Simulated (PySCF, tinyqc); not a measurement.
Inside a calculation. Method: CISD on RHF in the sto-6g basis, frozen core, for BeH+, spin multiplicity 1. The lowest restricted solution is unstable here: a spin-polarised one lies 0.0288 hartree lower (PySCF). One step of it, computed by the program tinyqc.

Task: Iteration 1: building the Fock matrix. J_ij = sum D_kl (ij|kl), K_ij = sum D_kl (ik|jl); F = H + J - 0.5 K; E = tr D H + tr D J / 2 - 0.25 tr D K + E_nn.

D at the start:
```
            1Be 1s    1Be 2s   1Be 2px   1Be 2py    1Be 2pz      2H 1s
1Be 1s    1.977104  0.008008  0.000000  0.000000  -0.147780  -0.110848
1Be 2s    0.008008  0.255987  0.000000  0.000000   0.479315   0.309026
1Be 2px   0.000000  0.000000  0.000000  0.000000   0.000000   0.000000
1Be 2py   0.000000  0.000000  0.000000  0.000000   0.000000   0.000000
1Be 2pz  -0.147780  0.479315  0.000000  0.000000   0.910882   0.588549
2H 1s    -0.110848  0.309026  0.000000  0.000000   0.588549   0.380400
```

core Hamiltonian H = T + V (hartree):
```
            1Be 1s     1Be 2s    1Be 2px    1Be 2py    1Be 2pz      2H 1s
1Be 1s   -8.201927  -1.923307   0.000000   0.000000  -0.007960  -0.106297
1Be 2s   -1.923307  -2.333996   0.000000   0.000000  -0.078873  -0.456076
1Be 2px   0.000000   0.000000  -1.875764   0.000000   0.000000   0.000000
1Be 2py   0.000000   0.000000   0.000000  -1.875764   0.000000   0.000000
1Be 2pz  -0.007960  -0.078873   0.000000   0.000000  -1.926715  -0.568042
2H 1s    -0.106297  -0.456076   0.000000   0.000000  -0.568042  -1.494223
```

Two-electron integrals (ij|kl) in chemists' order, unique and non-zero (hartree):
```
(11|11) 2.299996   (21|11) 0.361879   (21|21) 0.071926   (22|11) 0.570332
(22|21) 0.139654   (22|22) 0.417773   (31|31) 0.015252   (32|31) 0.022555
(32|32) 0.092340   (33|11) 0.570332   (33|21) 0.139654   (33|22) 0.417773
(33|33) 0.450117   (41|41) 0.015252   (42|41) 0.022555   (42|42) 0.092340
(43|43) 0.024258   (44|11) 0.570332   (44|21) 0.139654   (44|22) 0.417773
(44|33) 0.401601   (44|44) 0.450117   (51|51) 0.015252   (52|51) 0.022555
(52|52) 0.092340   (53|53) 0.024258   (54|54) 0.024258   (55|11) 0.570332
(55|21) 0.139654   (55|22) 0.417773   (55|33) 0.401601   (55|44) 0.401601
(55|55) 0.450117   (61|11) 0.019898   (61|21) 0.003863   (61|22) 0.007549
(61|33) 0.007486   (61|44) 0.007486   (61|51) 0.000388   (61|52) 0.000777
(61|55) 0.007674   (61|61) 0.000220   (62|11) 0.080393   (62|21) 0.020192
(62|22) 0.070191   (62|33) 0.067278   (62|44) 0.067278   (62|51) 0.002653
(62|52) 0.018572   (62|55) 0.076018   (62|61) 0.001219   (62|62) 0.022059
(63|31) 0.001452   (63|32) 0.007611   (63|53) 0.002777   (63|63) 0.001445
(64|41) 0.001452   (64|42) 0.007611   (64|54) 0.002777   (64|64) 0.001445
(65|11) 0.098731   (65|21) 0.025003   (65|22) 0.090009   (65|33) 0.085003
(65|44) 0.085003   (65|51) 0.004190   (65|52) 0.028746   (65|55) 0.100020
(65|61) 0.001554   (65|62) 0.031580   (65|65) 0.045853   (66|11) 0.255776
(66|21) 0.065141   (66|22) 0.251472   (66|33) 0.236647   (66|44) 0.236647
(66|51) 0.007904   (66|52) 0.074710   (66|55) 0.281122   (66|61) 0.003950
(66|62) 0.111533   (66|65) 0.166814   (66|66) 0.774999
```

nuclear repulsion = 1.02355360 hartree

Give: Coulomb J; exchange K; Fock matrix F; total energy of this density.

Result:

Coulomb J (hartree):
```
         1Be 1s  1Be 2s  1Be 2px  1Be 2py  1Be 2pz   2H 1s
1Be 1s   5.4774  0.9454   0.0000   0.0000   0.0266  0.0530
1Be 2s   0.9454  1.8606   0.0000   0.0000   0.1554  0.3565
1Be 2px  0.0000  0.0000   1.8326   0.0000   0.0000  0.0000
1Be 2py  0.0000  0.0000   0.0000   1.8326   0.0000  0.0000
1Be 2pz  0.0266  0.1554   0.0000   0.0000   1.9167  0.4727
2H 1s    0.0530  0.3565   0.0000   0.0000   0.4727  1.4557
```

exchange K (hartree):
```
          1Be 1s  1Be 2s  1Be 2px  1Be 2py  1Be 2pz   2H 1s
1Be 1s    4.5839  0.7786   0.0000   0.0000  -0.0042  0.0468
1Be 2s    0.7786  0.4047   0.0000   0.0000   0.3247  0.2824
1Be 2px   0.0000  0.0000   0.0845   0.0000   0.0000  0.0000
1Be 2py   0.0000  0.0000   0.0000   0.0845   0.0000  0.0000
1Be 2pz  -0.0042  0.3247   0.0000   0.0000   0.6162  0.4328
2H 1s     0.0468  0.2824   0.0000   0.0000   0.4328  0.6369
```

Fock matrix F (hartree):
```
          1Be 1s   1Be 2s  1Be 2px  1Be 2py  1Be 2pz    2H 1s
1Be 1s   -5.0165  -1.3672   0.0000   0.0000   0.0208  -0.0767
1Be 2s   -1.3672  -0.6757   0.0000   0.0000  -0.0858  -0.2408
1Be 2px   0.0000   0.0000  -0.0854   0.0000   0.0000   0.0000
1Be 2py   0.0000   0.0000   0.0000  -0.0854   0.0000   0.0000
1Be 2pz   0.0208  -0.0858   0.0000   0.0000  -0.3181  -0.3118
2H 1s    -0.0767  -0.2408   0.0000   0.0000  -0.3118  -0.3570
```

total energy of this density = -14.623275 hartree
